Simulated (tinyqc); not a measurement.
Low-temperature mobility of a two-dimensional electron gas with static screening: one step, computed by the program tinyqc.

One subband is filled, the gas is degenerate and scatters at the Fermi circle; one permittivity serves on both sides of the interface. All formulas are in SI units, masses times m_0. Piezoelectric and polar phonons are left out, and n_s is taken as set by a gate, independent of N_i.

Problem. Fermi circle, screening and layer thickness. k_F = sqrt(2 pi n_s/g_v); E_F = hbar^2 k_F^2/(2 m); q_TF = g_v m e^2/(2 pi eps eps_0 hbar^2); Fang-Howard parameter b = [12 m_z e^2 (N_d + 11 n_s/32)/(eps eps_0 hbar^2)]^(1/3), mean depth 3/b; effective field F = e (N_d + n_s/2)/(eps eps_0).

Inputs (values chosen for the exercise, modelled on an InAs channel):
```
quantity                     value    unit
in-plane mass m             0.0294     m_0
mass across the layer m_z   0.0302     m_0
permittivity eps              14.7       -
valley degeneracy g_v            1       -
sheet density n_s          2.2e+11  1/cm^2
depletion charge N_d         5e+10  1/cm^2
```

Wave function: Fang-Howard. Roughness spectrum: exponential.

Constants: m_0 = 9.1093837015e-31 kg; e = 1.602176634e-19 C; eps_0 = 8.8541878128e-12 F/m; hbar = 1.054571817e-34 J s.

Give: k_F; E_F; q_TF; b; mean depth; effective field F.

Solution.

k_F = 0.11757 1/nm

E_F = 17.913 meV

q_TF = 0.075589 1/nm

b = 0.19447 1/nm

mean depth = 15.427 nm

effective field F = 0.019695 MV/cm

q_TF/(2 k_F) = 0.32: screening is weak for back-scattering.
